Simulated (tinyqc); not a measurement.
Equilibrium and kinetic segregation of a solute to boundaries and growing surfaces: one step, computed by the program tinyqc.

Task: Depletion of small grains. With theta the solute fraction on boundary sites and x that in the grains, theta/(1 - theta) = [x/(1 - x)] exp[(Q + z w theta)/(k_B T)]. Finite grains: boundary sites are the fraction f = 3 delta/d, and x0 = (1 - f) x + f theta; solve both equations for theta; share at boundaries = f theta/x0.

Inputs (values chosen for the exercise, modelled on a solute in a copper line): segregation energy Q = 0.49 eV; interaction z w (positive attracts) = 0.31 eV; total solute fraction x0 = 0.00074; temperature T = 1300 K; grain size d = 1500 nm; boundary thickness delta = 0.79 nm.

Isotherm: Fowler-Guggenheim.

Constants: k_B = 8.617333262e-05 eV/K.

Give: site fraction f; coverage theta; fraction x left in the grains; share of solute at boundaries; enrichment theta/x.

Result:

site fraction f = 0.00158

coverage theta = 0.05707

fraction x left in the grains = 6.509e-04

share of solute at boundaries = 12.19 %

enrichment theta/x = 87.69
